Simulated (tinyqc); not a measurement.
Worked calculation: band edges of strained Si(1-x)Ge(x) on relaxed Si(1-y)Ge(y). Values are carried at full precision from step to step, so a last printed digit may differ when a step is redone from the rounded ones.

Values are linear in the Ge fraction but for ED(x) = linear - CD x (1 - x) and a(x) = linear - Ca x (1 - x). Energies are on the common scale of Ev.

Values chosen for the exercise (end members near Si and Ge, in this order; the results hold for these values, not for the real material):
```
symbol  value           unit      meaning
a       (5.43, 5.654)   angstrom  lattice constant
Dso     (0.043, 0.291)  eV        spin-orbit splitting
av      (2.49, 1.24)    eV        valence hydrostatic potential
b       (-2.07, -2.55)  eV        tetragonal shear potential
d       (-4.79, -5.28)  eV        trigonal shear potential
C11     (163.8, 126.7)  GPa
C12     (64.3, 48.6)    GPa
C44     (78.9, 66.8)    GPa
Ev      (0, 0.7)        eV        top of the unstrained valence band
ED      (1.146, 0.919)  eV        gap to the Delta valleys
EL      (2.021, 0.735)  eV        gap to the L valleys
aD      (1.63, 1.34)    eV        hydrostatic potential of the Delta gap
aL      (-3.08, -2.51)  eV        hydrostatic potential of the L gap
XuD     (8.85, 9.63)    eV        uniaxial potential, Delta
XuL     (15.93, 15.24)  eV        uniaxial potential, L
CD      0.216           eV        bowing of the Delta gap
Ca      0               angstrom  bowing of the lattice constant
x       0.49                      Ge fraction of the layer
y       0                         Ge fraction of the relaxed buffer
face    001                       growth face
```

## Values of the layer and the buffer

Interpolate at x and at y.

Interpolated values (a in angstrom, C11, C12, C44 in GPa, all else in eV):
```
symbol     layer    buffer
a         5.5398    5.4300
Dso       0.1645    0.0430
av        1.8775    2.4900
b        -2.3052   -2.0700
d        -5.0301   -4.7900
C11     145.6210  163.8000
C12      56.6070   64.3000
C44      72.9710   78.9000
Ev        0.3430    0.0000
ED        0.9808    1.1460
EL        1.3909    2.0210
aD        1.4879    1.6300
aL       -2.8007   -3.0800
XuD       9.2322    8.8500
XuL      15.5919   15.9300
```

## Strain of the layer on a (001) buffer

Coherent growth on a (001) face: e_par = (a(y) - a(x))/a(x), e_perp = -2 (C12/C11) e_par; exx = eyy = e_par, ezz = e_perp, no shear.

Use the elastic constants of the layer.

e_par = -0.019813
e_perp = 0.015404

strain tensor in the cubic axes, rows x, y, z and columns alike:
```
[[-0.019813, 0.000000, 0.000000],
 [0.000000, -0.019813, 0.000000],
 [0.000000, 0.000000, 0.015404]]
```

The layer is under compression in the plane; its volume changes by -2.422 %.

## Conduction valleys of the layer

A valley with unit axis u lies at Ev + gap + (av + a_valley) tr(e) + Xu (u.e.u - tr(e)/3); the Delta axes are x, y, z and the L axes [111], [1-1-1], [-11-1], [-1-11]. The second-order shift of the Delta valleys under shear is left out; it lowers the pair normal to the sheared plane by tens of meV at a shear of 1 %.

Give the hydrostatic shifts, the uniaxial shifts and the edges.

hydrostatic shifts of Delta and L (eV): [-0.0815, 0.0224]

uniaxial shifts (eV): Delta x -0.1084, Delta y -0.1084, Delta z 0.2168, L [111] 0.0000, L [1-1-1] 0.0000, L [-11-1] 0.0000, L [-1-11] 0.0000

valley edges (eV): Delta x 1.1339, Delta y 1.1339, Delta z 1.4590, L [111] 1.7562, L [1-1-1] 1.7562, L [-11-1] 1.7562, L [-1-11] 1.7562

The lowest set is Delta4 (the digit counts whole valleys) at 1.1339 eV; the Delta valleys spread over 325 meV and the L valleys over 0 meV.

## Valence edges of the layer

Valence edges: Ev plus the levels of the 6 x 6 matrix of X, Y, Z times spin with -Dso/3 + l exx + m (eyy + ezz) on the diagonal (cyclic), n exy off it, l = av + 2 b, m = av - b, n = sqrt(3) d. Spin-orbit term (Dso/3) L.sigma on X, Y, Z with (L_k)_ij = -i epsilon_kij: <X+|H|Y+> = -i Dso/3, <X+|H|Z-> = Dso/3, <Y+|H|Z-> = -i Dso/3, <Z+|H|X-> = -Dso/3, <Z+|H|Y-> = i Dso/3, <X-|H|Y-> = i Dso/3, and their conjugates; + and - are the spin along z.

Give the strain block and the three twofold edges.

strain block (eV), rows X, Y, Z and columns alike:
```
[[0.0357, 0, 0],
 [0, 0.0357, 0],
 [0, 0, -0.2078]]
```

edges from the top (eV): [0.3787, 0.2968, 0.0525]

The top two edges are split by 82 meV.

## Gap and offsets against the buffer

Buffer: Ev(y) and Ec = Ev(y) + min(ED, EL). dEc = Ec(buffer) - Ec(layer), dEv = Ev(layer) - Ev(buffer); positive values confine the carrier in the layer; type I if both have one sign.

gap of the strained layer = 0.7552 eV
gap of the buffer = 1.1460 eV
dEc = 0.0121 eV
dEv = 0.3787 eV

Type I: electrons collect in the layer (12 meV) and holes in the layer (379 meV). The relaxed layer would have a gap of 0.981 eV, so strain has moved it by -226 meV. An offset this small is within the spread of published parameter sets, so the type is not settled by this model.

## Checks

- Mean of the three Delta edges against the hydrostatic shift alone (eV): both 1.24227.

Program tinyqc; command `OMP_NUM_THREADS=1 python tinyqc.py 1050871 1050872 out.jsonl`; about 0.01 s on one thread of a shared Intel(R) Xeon(R) Processor @ 2.30GHz.
